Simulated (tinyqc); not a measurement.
The mobility curve: inversion-layer mobility, back-scattering and ballistic limit of a field-effect transistor. Computed by tinyqc, a small Python program. Command: `OMP_NUM_THREADS=1 python tinyqc.py 3015117 3015118 out.jsonl mos walk`. One thread of a shared host (Intel(R) Xeon(R) Processor @ 2.30GHz), about 0.01 s of CPU time with the checks.

The charge at the top of the source barrier is fixed by the gate; series resistance and short-channel effects are left out. F_j are Fermi integrals normalised to exp(eta) in the classical limit.

Inputs (values chosen for the exercise, modelled on a germanium p-channel):

| quantity | value | unit |
|---|---|---|
| weight w of the inversion charge | 0.333 | - |
| permittivity eps | 16 | - |
| phonon mobility at 1 MV/cm and 300 K, mu_ph | 280 | cm^2/(V s) |
| roughness mobility at 1 MV/cm, mu_sr | 240 | cm^2/(V s) |
| Coulomb mobility at N_inv = 1e12/cm^2, mu_C | 330 | cm^2/(V s) |
| electrical oxide thickness t_inv | 3.2 | nm |
| depletion charge N_dep | 3.5e+12 | 1/cm^2 |
| temperature T | 300 | K |

Statistics at the top of the barrier: Fermi-Dirac.

Constants: eps_0 = 8.8541878128e-12 F/m; e = 1.602176634e-19 C.

Method. N_inv = 3.9 eps_0 (V_G - V_T)/(e t_inv); effective field E_eff = e (N_dep + w N_inv)/(eps eps_0). mu_phonon = mu_ph (E_eff/1 MV/cm)^(-0.3) (T/300 K)^(-1.75); mu_rough = mu_sr (E_eff/1 MV/cm)^(-2); mu_Coulomb = mu_C (N_inv/1e12 cm^-2) (T/300 K); Matthiessen's rule adds 1/mu.

Mobilities (cm^2/(V s)):

| V_G - V_T (V) | N_inv (1/cm^2) | E_eff (MV/cm) | phonon | roughness | Coulomb | total |
|---|---|---|---|---|---|---|
| 0.03 | 2.0206e+11 | 0.40344 | 367.64 | 1474.5 | 66.7 | 54.36 |
| 0.06 | 4.0411e+11 | 0.41105 | 365.59 | 1420.4 | 133.4 | 91.42 |
| 0.12 | 8.0823e+11 | 0.42627 | 361.62 | 1320.8 | 266.7 | 137.52 |
| 0.20 | 1.3470e+12 | 0.44656 | 356.61 | 1203.5 | 444.5 | 169.93 |
| 0.35 | 2.3573e+12 | 0.48461 | 347.97 | 1021.9 | 777.9 | 194.63 |
| 0.50 | 3.3676e+12 | 0.52266 | 340.17 | 878.6 | 1111.3 | 200.89 |
| 0.75 | 5.0514e+12 | 0.58607 | 328.68 | 698.7 | 1667.0 | 197.10 |
| 1.00 | 6.7352e+12 | 0.64948 | 318.70 | 569.0 | 2222.6 | 187.08 |
| 1.50 | 1.0103e+13 | 0.77631 | 302.10 | 398.2 | 3333.9 | 163.37 |

The lowest part is Coulomb from 0.0300 to 0.120, phonon from 0.200 to 1.50 V. The total peaks at 201 near E_eff = 0.52 MV/cm: screening lifts it at low density and the field presses it down at high density.

Extremes, crossings and ranges named in words are read from the listed rows.
